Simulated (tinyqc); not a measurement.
How errors in the targets pass to the parameters: fitting sp3s* parameters to three gaps by Newton steps.

J:
```
            Vss      Exa      Exc
Gamma  -0.90279  0.00000  0.00000
X       0.00000  0.37364  0.00000
L      -0.24711  0.14485  0.05203
```

The gaps at Gamma, X and L of an sp3s* model are fitted with Vss, Exa and Exc; J holds the derivatives of the gaps by these parameters at the start. The change of each parameter for +10 meV on one target is 10 J^-1, in meV.

Shifts (meV):

| target raised | Vss | Exa | Exc |
|---|---|---|---|
| Gamma | -11.1 | 0.0 | -52.6 |
| X | 0.0 | 26.8 | -74.5 |
| L | 0.0 | 0.0 | 192.2 |

root sum of squares (meV): Vss 11.1, Exa 26.8, Exc 212.7

Independent errors of 10 meV leave Exc least certain (213 meV) and Vss best fixed (11.1 meV). The largest single entry, 192 meV, comes from the target at L.

Program tinyqc; command `OMP_NUM_THREADS=1 python tinyqc.py 1450687 1450688 out.jsonl`; about 0.1 s on one thread of a shared Intel(R) Xeon(R) Processor @ 2.30GHz.
